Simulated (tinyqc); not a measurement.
Five-level k.p model folded onto the conduction band: sweeps and comparisons. A value that a table varies takes the place of the one given here.

For k along z and one spin sector the level c couples to four states. With c0 = hbar^2/2m0, P = sqrt(Ep c0), P2 = sqrt(Ep2 c0): diagonal Eg + (1 + Cm) c0 k^2 for c, and 0, -Dso, E7 + D2, E7 for lh, so, G8 up, G7 up (their own dispersion is left out); couplings of c: sqrt(2/3) P k to lh, sqrt(1/3) P k to so, sqrt(2/3) P2 k to G8 up, sqrt(1/3) P2 k to G7 up (phases chosen real).

Expanding E = H_cc + S(E) about Eg in powers of k^2, with s_n = sum_j H_cj^2/(Eg - H_jj)^n: order k^2: e2 = (1 + Cm) c0 k^2 + s1; order k^4: e4 = -s2 e2; order k^6: e6 = s3 e2^2 + s2^2 e2.

Second-order sums for the lowest conduction level at E: 1/m = 1 + Cm + (Ep/3)(2/E + 1/(E + Dso)) - (Ep2/3)(2/(E7 + D2 - E) + 1/(E7 - E)); g/2 = 1 + Cg - (Ep/3)(1/E - 1/(E + Dso)) - (Ep2/3)(1/(E7 - E) - 1/(E7 + D2 - E)). E is counted from the top of the valence band; E = Eg at the edge.

Constants: hbar^2/2m0 = 3.80998211 eV angstrom^2.

Parameters, chosen for this exercise (near those of GaSb; not measured data): Eg = 0.828 eV (gap at Gamma to the s-like level); Dso = 0.749 eV (spin-orbit splitting); Ep = 26.7 eV (Kane energy); E7 = 3.09 eV (upper Gamma7 conduction level, from the valence top); D2 = 0.35 eV (its spin-orbit splitting, Gamma8 above Gamma7); Ep2 = 2.8 eV (Kane energy to the upper levels); Cm = -0.9 (remote term in 1/m); Cg = -0.02 (remote term in g/2).

## How far the series holds

Energies from Eg; Pk/Eg measures the coupling.

Levels (eV):
```
k (1/angstrom)  Pk/Eg  to k^2   to k^4  to k^6   exact
0.0123          0.150  0.0151   0.0148  0.0148  0.0148
0.0281          0.342  0.0786   0.0715  0.0727  0.0725
0.0440          0.536  0.1926   0.1500  0.1686  0.1622
0.0598          0.728  0.3558   0.2104  0.3275  0.2705
0.0756          0.921  0.5686   0.1972  0.6753  0.3898
0.0915          1.115  0.8330   0.0359  1.5388  0.5159
0.1073          1.307  1.1455  -0.3618  3.5464  0.6438
0.1231          1.499  1.5077  -1.1035  7.8076  0.7721
```

What can be read from the table?

Within 2 % of the exact level stay: the k^2 term up to Pk/Eg = 0.15, the sum to k^4 up to Pk/Eg = 0.34, the sum to k^6 up to Pk/Eg = 0.34. In the last row the errors are +736, -1876 and +7036 meV: higher orders make it worse, since the series in k^2 converges only for Pk below about Eg/2 in the two-level limit E = Eg/2 + sqrt(Eg^2/4 + P^2 k^2).

## Mass and g factor above the band edge

The sums are evaluated at E = Eg + dE, as is done for confined or hot electrons.

Results:
```
dE (meV)    m(E)    g(E)  m(E)/m(Eg)  1 + dE/Eg
0         0.0383  -8.361      1.0000     1.0000
20        0.0392  -7.997      1.0230     1.0242
50        0.0405  -7.488      1.0575     1.0604
99        0.0427  -6.741      1.1142     1.1196
149       0.0449  -6.072      1.1723     1.1800
199       0.0471  -5.481      1.2308     1.2403
298       0.0516  -4.499      1.3480     1.3599
```

What can be read from the table?

Over 298 meV the mass grows by 34.8 %, against 36.0 % for two levels alone, and g moves from -8.361 to -4.499, towards the free value 2.

## Six materials (three-level Kane formulas for mass and g factor)

1/m = 1 + (Ep/3)(2/Eg + 1/(Eg + Dso)), g = 2 - (2 Ep/3)(1/Eg - 1/(Eg + Dso)). The inputs are values chosen for the exercise.

Results:
```
case         Eg (eV)  Dso (eV)  Ep (eV)  m (m0)        g   Eg/Ep
A near GaP     2.925     0.080     31.0  0.0869    1.812  0.0944
B near GaAs    1.504     0.336     25.3  0.0595   -0.048  0.0594
C near Ge      0.903     0.287     26.2  0.0361   -2.665  0.0345
D near InAs    0.415     0.397     21.1  0.0230  -14.572  0.0197
E near InSb    0.238     0.804     22.8  0.0139  -47.278  0.0104
F near InP     1.398     0.108     21.0  0.0638    1.282  0.0666
```

What can be read from the table?

The mass follows the gap: m/(Eg/Ep) lies between 0.92 and 1.33, while m itself spans a factor of 6.3. The order by mass differs from the order by gap. g is negative for B, C, D and E; it needs Ep Dso > 3 Eg (Eg + Dso). Where g is small, two larger terms cancel: 5 % in Ep moves g by (2 - g)/20, and the levels left out move it by tenths. Remote bands, left out here, make real masses heavier, by up to a half in the wider-gap crystals. All rows are for the Gamma valley, which is not the lowest one in GaP and Ge.

## What each parameter does

Mass and g at E = Eg. Each row changes one parameter from the base and keeps the others.

Results:
```
case             m (m0)         g
base            0.03829   -8.3609
Eg = 0.745 eV   0.03465  -10.1217
Dso = 0.674 eV  0.03788   -7.7973
Ep = 24.03 eV   0.04274   -7.3399
E7 = 2.781 eV   0.03853   -8.3956
D2 = 0.385 eV   0.03828   -8.3704
Ep2 = 3.08 eV   0.03846   -8.3720
```

What does this show?

The largest shifts from the base row, up to three for each result and ties (the steps differ in size, so this ranks the rows, not the parameters). m (m0): Ep +0.00444, Eg -0.00364, Dso -0.00041. g: Eg -1.7608, Ep +1.0210, Dso +0.5636.

tinyqc: `OMP_NUM_THREADS=1 python tinyqc.py 1081382 1081383 out.jsonl`; about 0.01 s, one thread, shared Intel(R) Xeon(R) Processor @ 2.30GHz.
